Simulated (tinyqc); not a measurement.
Pinning factor and decay constant from two barriers.

Question. phiB = S (phiM - chi) + (1 - S)(Eg - E0) with S = 1/(1 + (1/S0 - 1) exp(-be ti)). Find S0, S at the given thickness and be.

Parameters, values chosen for the exercise; semiconductor values close to those of silicon; interlayer mass of the order of that in aluminium oxide, offset chosen freely:
- Eg = 1.15 eV (band gap)
- chi = 3.91 eV (electron affinity)
- E0 = 0.36 eV (charge-neutrality level above the valence band)
- phiM = 4.03 eV (metal work function)

phiB at ti = 0, 0.3 nm (eV): 0.6024  0.53142828

Solution. Each barrier gives its S by linear interpolation between the pinned and the unpinned value; the ratio of the two values of 1/S - 1 is exp(be ti).

S0 = 0.2800
S = 0.3859
be = 1.600 1/nm

Program tinyqc, `OMP_NUM_THREADS=1 python tinyqc.py 2270164 2270165 out.jsonl`; Intel Xeon 2.30GHz, shared host, one thread, about 0.04 s.
